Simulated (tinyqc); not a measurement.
What moves the moment: Stoner model of a band ferromagnet.

Density of states per atom and spin: flat with a rise to the top, D(e) = (M/W) [1 - sp + 4 sp (e/W + 1/2)^3]. Levels e -/+ I m/2 for up and down spin, m = n_up - n_down, n_up + n_down = nd. At zero temperature e(N) is the energy below which N states lie, and E(m) = sum over spins of integral e D de - I m^2/4.

Parameters, chosen for this exercise:
- W = 4.7 eV (band width, e from -W/2 to W/2)
- M = 5 (states per atom and spin)
- nd = 7.08 (electrons per atom)
- sp = 0.34 (shape parameter)
- I = 0.58 eV (Stoner parameter)

Lowest state for each case.

One parameter was then changed.

Results before and after:
```
case     I D(EF)  m (muB)  E - E(0) (meV)
base       0.886    0.000             0.0
changed    0.963    0.000             0.0
```

Which of these changes was made? (a) sp = 0.44; (b) nd = 6.78; (c) I = 0.626 eV; (d) W = 4.324 eV.
Answer: (d) W = 4.324 eV. Of the candidates, run in turn, only this one gives the changed row.

All candidates:
```
case          I D(EF)  m (muB)  E - E(0) (meV)
base            0.886    0.000             0.0
W = 4.324 eV    0.963    0.000             0.0
I = 0.626 eV    0.956    0.000             0.0
nd = 6.78       0.850    0.000             0.0
sp = 0.44       1.016    1.529            -2.6
```

Computed by tinyqc, a small Python program: `OMP_NUM_THREADS=1 python tinyqc.py 1652032 1652033 out.jsonl` (the numbers bound the seed that draws the inputs); one thread of a shared host (Intel(R) Xeon(R) Processor @ 2.30GHz), about 0.1 s for the whole set of steps.
